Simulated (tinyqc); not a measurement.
Worked calculation: coherent potential approximation for a binary alloy with a semi-elliptic band. Values are carried at full precision from step to step, so a last printed digit may differ when a step is redone from the rounded ones.

Site levels eA = -x d (share 1 - x) and eB = (1 - x) d (share x), so that their mean, the virtual crystal, is 0. Pure band: G0(z) = 2 (z - sqrt(z - W) sqrt(z + W))/W^2 with principal roots, density -Im G/pi per site. The medium has a self-energy S(z), G = G0(z - S), z = E + i eta. t_i = (e_i - S)/(1 - (e_i - S) G); the CPA demands <t> = (1 - x) tA + x tB = 0. Iteration: start at S = 0, set S(new) = S + <t>/(1 + <t> G), stop when |<t>| < 1e-9 eV.

Constants: hbar = 6.58211957e-16 eV s.

Inputs chosen for the exercise: W = 1.8 eV (half width of the pure band); x = 0.19 (fraction of B); d = 3.08 eV (eB - eA); eta = 0.036 eV (broadening); E = 1.5 eV (energy).

## First step: the average t-matrix

With S = 0 form G, tA, tB, <t> and the new S.

eA, eB (eV): [-0.5852, 2.4948]

G = 0.89250-0.59328i 1/eV

tA, tB (eV): [-0.3654-0.0833i, -0.8281-0.9993i]

<t> = -0.4533-0.2574i eV
S after one step = -1.0671-0.4867i eV

## The self-consistent medium

Iterate.

Iterations:
```
i               S (eV)          G (1/eV)  |<t>| (eV)
0              0.00000  0.89250-0.59328i       0.521
1    -1.06712-0.48672i  0.41671-0.11513i       0.632
2    -1.89730-0.32823i  0.31313-0.03946i       0.277
3    -2.17840-0.22323i  0.28841-0.02328i      0.0795
4    -2.25339-0.19219i  0.28236-0.01955i      0.0202
5    -2.27223-0.18452i  0.28087-0.01867i     0.00500
6    -2.27689-0.18271i  0.28050-0.01846i     0.00122
7    -2.27804-0.18229i  0.28041-0.01842i    0.000299
...                ...               ...         ...
12   -2.27842-0.18216i  0.28038-0.01840i    2.61e-07
13   -2.27842-0.18216i  0.28038-0.01840i    6.37e-08
14   -2.27842-0.18216i  0.28038-0.01840i    1.56e-08
15   -2.27842-0.18216i  0.28038-0.01840i    3.80e-09
16   -2.27842-0.18216i  0.28038-0.01840i    9.28e-10
```

S = -2.27842-0.18216i eV
G = 0.28038-0.01840i 1/eV

Converged at i = 16. The first step gave -1.0671-0.4867i eV.

## Densities on A and B, and the lifetime

G_i = G/(1 - (e_i - S) G); densities -Im G_i/pi; their weighted sum must be -Im G/pi. Lifetime hbar/(2 |Im S|), which has a meaning only while |Im S| is small against W. Weak-scattering value of S: x (1 - x) d^2 G.

densities (1/eV): on A 0.0047, on B 0.0108, weighted sum 0.0059, medium 0.0059

lifetime = 1.81 fs
weak-scattering S = 0.4093-0.0269i eV

A B site carries the larger density here, by a factor 2.31; the weak-scattering value is 118 % from S.

## Checks

- Weighted sum of the partial densities against the density of the medium: both 0.0058571.

tinyqc: `OMP_NUM_THREADS=1 python tinyqc.py 1452866 1452867 out.jsonl`; about 0.01 s, one thread, shared Intel(R) Xeon(R) Processor @ 2.30GHz.
